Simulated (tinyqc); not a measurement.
Nanosheet or nanowire with hard walls, valleys of the Si type: sweeps and comparisons. A value that a table varies takes the place of the one given here.

Six ellipsoidal valleys along the cube axes: inverse mass tensor w = 1/mt + (1/ml - 1/mt) a a^T with a the unit axis. Device axes: x along the channel, z = [001], y = z x x.

Hard walls around a W x H rectangle. The block w_c of w in (y, z) confines; the transport mass follows from 1/m_x = w_xx - w_xc w_c^-1 w_cx. The cross-section problem c (w_yy ky^2 + 2 w_yz ky kz + w_zz kz^2), c = hbar^2/2m0, is solved in products sin(n pi y/W) sin(l pi z/H), n, l = 1 to 12; if w_yz = 0 the levels are c pi^2 (w_yy n^2/W^2 + w_zz l^2/H^2). The w_yz term couples (n, l) to (n', l') by -2 c w_yz D_nn'(W) D_ll'(H) with D_nm(L) = 4 n m/(L (n^2 - m^2)) for n + m odd and 0 otherwise.

Without degeneracy the line density is N1 exp((EF - Ec)/kB T) with N1 = sum 2 g sqrt(m_x kB T/(4 pi c)) exp(-E/kB T), here over n, l up to 80 where w_yz = 0 and over all levels of a 12 x 12 sine basis otherwise; the classical value is W H Nc with Nc = 2 g_all (m_dos kB T/(4 pi c))^(3/2), m_dos = (ml mt^2)^(1/3); dVt = kB T ln(W H Nc/N1).

Constants: hbar^2/2m0 = 3.80998211 eV angstrom^2; kB = 8.617333262e-05 eV/K.

Values chosen for the exercise (near those of Si; not measured data):
- ml = 0.901 m0 (longitudinal mass)
- mt = 0.187 m0 (transverse mass)
- T = 350 K (temperature)
- g_all = 6 (number of valleys)
- channel = 110 (transport direction x on a (001) wafer)
- H = 68 angstrom (height, along z = [001])
- Ws = (25, 35, 50, 75, 110, 170, 260) angstrom (widths)
- W = 225 angstrom (width, along y)

## From wire to sheet

Valleys:
```
group  valleys g     w_yy     w_zz   |w_yz|  m_x (m0)
A              2  5.34759  1.10988  0.00000   0.18700
B              4  3.22874  5.34759  0.00000   0.54400
```

Lowest level of each group (groups ordered by w_zz, then w_yy) and dVt against the width.

Results:
```
W (angstrom)  A1 (eV)  B1 (eV)  dVt (mV)
25             0.3308   0.2377     208.1
35             0.1732   0.1426     119.2
50             0.0895   0.0921      72.0
75             0.0448   0.0651      48.2
110            0.0256   0.0535      38.4
170            0.0160   0.0477      32.6
260            0.0120   0.0453      29.5
```

What can be read from the table?

dVt falls from 208 to 29 mV. The lowest group changes from B to A between W = 35 and 50 angstrom (H = 68). At the widest W the lowest level is 0.0120 eV; the film limit c pi^2 w_zz/H^2 of that group is 0.0090 eV.

## Channel direction

The same rectangle along [100] and [110]; groups ordered by w_zz, then w_yy.

Lowest level of each group:
```
channel, group  valleys g   w_yy   w_zz  |w_yz|  m_x (m0)  E (eV)
[100] A                 2  5.348  1.110   0.000     0.187  0.0130
[100] B                 2  1.110  5.348   0.000     0.187  0.0443
[100] C                 2  5.348  5.348   0.000     0.901  0.0475
[110] A                 2  5.348  1.110   0.000     0.187  0.0130
[110] B                 4  3.229  5.348   0.000     0.544  0.0459
```

How do the results move?

The lowest subband has m_x = 0.187 m0 and 2 valleys along [100], and 0.187 m0 and 2 valleys along [110]; its edge lies at 0.0130 and 0.0130 eV. These valleys have their axis along z, so turning the channel in the wafer plane leaves them alone; only the higher groups change.

## What each parameter does

E1 and E2 are the two lowest subband edges over all groups. Each row changes one parameter from the base and keeps the others.

Results:
```
case              E1 (eV)  E2 - E1 (meV)  m_x of lowest (m0)  dVt (mV)
base               0.0130           11.9               0.187      30.4
W = 215 angstrom   0.0134           13.1               0.187      30.7
H = 76 angstrom    0.0112           11.9               0.187      26.7
T = 400 K          0.0130           11.9               0.187      31.6
ml = 0.991 m0      0.0122           11.9               0.187      30.0
mt = 0.206 m0      0.0126           10.8               0.206      28.7
```

How do the results move?

The largest shifts from the base row, up to three for each result and ties (the steps differ in size, so this ranks the rows, not the parameters). E1 (eV): H -0.0018, ml -0.0008, W +0.0004, mt -0.0004; unchanged at the printed digits by T. E2 - E1 (meV): W +1.1, mt -1.1; unchanged at the printed digits by H, T and ml. m_x of lowest (m0): mt +0.019; unchanged at the printed digits by W, H, T and ml. dVt (mV): H -3.7, mt -1.7, T +1.2.

Run: tinyqc, `OMP_NUM_THREADS=1 python tinyqc.py 1250029 1250030 out.jsonl`; Intel(R) Xeon(R) Processor @ 2.30GHz, one thread, shared host; about 0.06 s of CPU time with all checks.
